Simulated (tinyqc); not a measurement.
What moves the results: temperature and isotope dependence of a band gap in oscillator models. A value that a table varies takes the place of the one given here.

E(T) = E0 - sum_i sl_i th_i n_i(T), n = 1/(exp(th/T) - 1). The same coupling lowers the gap at 0 K by the zero-point term ZP = sum_i sl_i th_i/2, so the gap of the static lattice is E0 + ZP. Thermal expansion is taken as part of the slopes.

Two-parameter forms are made to pass through the falls at the two temperatures T12: Varshni aV T^2/(T + bV), from the line T^2/fall = (T + bV)/aV; one oscillator s1 t1/(exp(t1/T) - 1), with t1 from the ratio of the falls.

Constants: kB = 8.617333262e-05 eV/K; hbar^2/2m0 = 3.80998211 eV angstrom^2.

Values chosen for the exercise (near those of Si; the results hold for these values, not for the real material): E0 = 1.16 eV (gap at 0 K); th = (156, 543) K (temperatures of two oscillators); sl = (0.0783, 0.2348) meV/K (their high-temperature slopes); T12 = (230, 410) K (temperatures of the fits); mm = 1.07 m0 (geometric mean of the density-of-states masses); T = 50 K (temperature).

## How far the fits carry

Falls of the gap from E0, and errors of the two fits against the model.

Results:

| T (K) | fall (meV) | Varshni - model (meV) | one oscillator - model (meV) | fall/ZP |
|---|---|---|---|---|
| 20 | 0.01 | 0.23 | -0.01 | 0.000 |
| 50 | 0.57 | 0.84 | -0.52 | 0.008 |
| 100 | 3.81 | 1.60 | -1.45 | 0.055 |
| 200 | 19.38 | 0.62 | -0.30 | 0.277 |
| 300 | 42.86 | -1.01 | 0.31 | 0.614 |
| 400 | 69.78 | -0.25 | 0.06 | 0.999 |
| 600 | 127.76 | 10.59 | -1.72 | 1.829 |
| 800 | 187.98 | 32.45 | -4.25 | 2.691 |

What can be read from the table?

Below the first fit point the largest errors are +1.60 meV (Varshni, 100 K, on a fall of 3.81 meV) and -1.45 meV (one oscillator, 100 K); a T^2 law cannot freeze out; a single oscillator misses the soft modes. At 800 K, beyond the second fit point, they are +32.4 and -4.2 meV, so the oscillator extrapolates better here. The thermal fall equals ZP between 400 and 600 K.

## What the shift does to the intrinsic density

ni = 2 (mm kT/(4 pi c))^(3/2) exp(-E/2kT), c = hbar^2/2m0, with E(T) and with E0; 1 angstrom^-3 = 1e24 cm^-3. Apparent gap from an Arrhenius plot of ni/T^(3/2): E(T) - T dE/dT, dE/dT = -sum sl_i (th_i/T)^2 n_i (1 + n_i).

Results:

| T (K) | E(T) (eV) | ni (cm^-3) | ni with E(T) / ni with E0 | apparent gap (eV) |
|---|---|---|---|---|
| 200 | 1.1406 | 6.43e+04 | 1.754 | 1.1818 |
| 250 | 1.1295 | 8.71e+07 | 2.029 | 1.1887 |
| 300 | 1.1171 | 1.15e+10 | 2.291 | 1.1941 |
| 350 | 1.1040 | 3.94e+11 | 2.532 | 1.1984 |
| 400 | 1.0902 | 5.79e+12 | 2.752 | 1.2019 |
| 500 | 1.0617 | 2.67e+14 | 3.130 | 1.2070 |
| 700 | 1.0023 | 2.44e+16 | 3.696 | 1.2132 |

What does this show, and why?

Using E0 in place of E(T) understates ni by a factor that rises from 1.75 to 3.70, towards exp(sum sl/2kB) = 6.2. The slope of an Arrhenius plot returns neither E(T) nor E0 but the intercept of the tangent, 1.1941 eV at 300 K, which lies 34 meV above E0 and tends to the static gap 1.2299 eV.

## What each parameter does

Gap at T, slope -sum sl_i (th_i/T)^2 n_i (1 + n_i) and ZP. Each row changes one parameter from the base and keeps the others.

Results:

| case | E(T) (eV) | dE/dT (meV/K) | ZP (meV) |
|---|---|---|---|
| base | 1.1594 | -0.0374 | 69.86 |
| T = 90 K | 1.1571 | -0.0819 | 69.86 |
| E0 = 1.17 eV | 1.1694 | -0.0374 | 69.86 |
| th = (156, 651) K | 1.1594 | -0.0369 | 82.53 |
| sl = (0.1018, 0.2348) meV/K | 1.1593 | -0.0484 | 71.69 |

What can be read from the table?

The largest shifts from the base row, up to three for each result and ties (the steps differ in size, so this ranks the rows, not the parameters). E(T) (eV): E0 +0.0100, T -0.0024, sl -0.0002; unchanged at the printed digits by th. dE/dT (meV/K): T -0.0445, sl -0.0111, th +0.0004; unchanged at the printed digits by E0. ZP (meV): th +12.68, sl +1.83; unchanged at the printed digits by T and E0.

Computed by tinyqc, a small Python program: `OMP_NUM_THREADS=1 python tinyqc.py 1851159 1851160 out.jsonl` (the numbers bound the seed that draws the inputs); one thread of a shared host (Intel(R) Xeon(R) Processor @ 2.30GHz), about 0.01 s for the whole set of steps.
